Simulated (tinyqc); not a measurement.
# Rectangular fin or nanosheet with a gate all round, subbands and threshold shift from confinement: what changes with what

Undoped body with a flat potential across it, hard walls, transport along x. One isotropic valley (g = 1, mx = my = mz = me). Non-parabolicity enters the subband edges through E (1 + al E) = gamma, so E = 2 gamma/(1 + sqrt(1 + 4 al gamma)); motion within a subband is taken as parabolic with the band-edge mass. Energies are counted from the bulk band edge.

Inputs (values chosen for the exercise); masses close to those of InAs:
- T = 400 K (temperature)
- me = 0.0231 m0 (mass at the band edge)
- al = 2.5 1/eV (non-parabolicity)
- t = 4.7 nm (width (along y))
- dl = 0 nm (widening of the box by penetration into the insulator)
- Cg = 2.8 uF/cm^2 (gate capacitance per area of interface)
- H = 18.8 nm (height (along z))

Constants: q = 1.602176634e-19 C, kB = 1.380649e-23 J/K, hbar = 1.054571817e-34 J s, m0 = 9.1093837015e-31 kg, Vt = kB T/q, hbar^2/(2 m0) = 0.0380998212 eV nm^2. Results are converted to the units shown.

Each table varies one quantity; the others keep the values above.

## Confinement against the height

gamma = C pi^2 [a^2/(my (t + dl)^2) + b^2/(mz (H + dl)^2)], C = hbar^2/(2 m0). Each subband has N_k = g sqrt(2 mx m0 kB T/(pi hbar^2)); without degeneracy n = exp(EF/Vt) sum N_k exp(-E_k/Vt). Classical value Nc times t H, Nc = sum over valleys of 2 g (m m0 kB T/(2 pi hbar^2))^1.5 with m = (mx my mz)^(1/3). Threshold shift dVT = Vt ln(classical value/sum N_k exp(-E_k/Vt)). With degeneracy n = sum N_k F((EF - E_k)/Vt), F(x) = (1/sqrt(pi)) int_0^infinity u^(-1/2) du/(1 + exp(u - x)); gate: Vg = EF + q n/(Cg P), P = 2 (t + H), summed over the 60 lowest subbands at most, with Vg counted from the value that would put EF at the bulk band edge of an empty body. The last two columns are for Vg = 0.6 V; sensitivity d(dVT)/dH by central differences between 0.99 and 1.01 times the value.

Confinement against the height:
```
H (nm)	E_1 (meV)	gap to the next edge (meV)	dVT (mV)	sensitivity (mV/nm)	n/P (cm^-2)	share of the lowest subband (%)
2.8	879.5	352.2	747.7	-262.5	1.636e8	100.0
4.1	649.8	417.7	531.2	-102.8	8.336e10	100.0
5.9	522.4	318.3	416.3	-38.06	4.747e11	99.97
8.6	450.2	178.6	357.0	-11.93	6.403e11	93.50
12	416.4	101.7	333.1	-4.008	8.003e11	66.67
18	395.7	48.62	319.7	-1.234	9.394e11	43.91
26	386.9	24.12	313.5	-0.4936	1.036e12	29.80
38	382.5	11.50	309.7	-0.2068	1.109e12	20.02
```

What does the table show?

As H grows from 2.8 to 38 nm, E_1 falls from 879 to 382 meV and dVT falls from 748 to 310 mV. E_1 goes as H^(-0.79) at the thin end; an error of 0.2 nm moves the threshold by 52 mV in the first row and 0.041 mV in the last. The charge per interface area rises from 1.64e8 to 1.11e12 cm^-2.

## Charge and subband filling against gate voltage

Same model as above.

Each subband has N_k = g sqrt(2 mx m0 kB T/(pi hbar^2)). Cq = q dn/dEF.

Results:
```
Vg (V)	EF - E_1 (eV)	n (cm^-1)	n/P (cm^-2)	share of the lowest subband (%)	Cq/(Cg P)	total C/(Cg P)
0.24	-0.1544	1.205e4	2.565e9	76.04	0.004230	0.004212
0.36	-0.03796	3.013e5	6.410e10	73.30	0.09088	0.08331
0.49	0.06955	2.148e6	4.571e11	55.87	0.3106	0.2370
0.61	0.1585	4.698e6	9.996e11	41.01	0.3742	0.2723
0.74	0.2519	7.705e6	1.639e12	32.01	0.4047	0.2881
0.99	0.4261	1.393e7	2.964e12	23.16	0.4840	0.3261
1.11	0.5035	1.743e7	3.708e12	20.14	0.6549	0.3957
1.24	0.5765	2.211e7	4.705e12	17.00	0.8838	0.4692
```

Estimate the missing row, Vg = 0.86 V.

Computed row:
```
Vg (V)	EF - E_1 (eV)	n (cm^-1)	n/P (cm^-2)	share of the lowest subband (%)	Cq/(Cg P)	total C/(Cg P)
0.86	0.3365	1.062e7	2.259e12	26.96	0.4307	0.3010
```

With this row back in the table: EF passes E_1 = 0.394 eV at Vg = 0.403 V. The share of the lowest subband falls from 76.0 to 17.0 % and the total capacitance rises from 0.00421 to 0.469 of Cg P. In the last row 56 % of an added gate voltage goes into raising EF (from the last two rows).

Range of the model: Non-parabolicity also makes carriers heavier within each subband, which is left out, so densities of states are understated at high energy.

Numbers from tinyqc (`OMP_NUM_THREADS=1 python tinyqc.py 2350039 2350040 out.jsonl`; about 0.1 s on one thread of a shared Intel Xeon 2.30GHz).
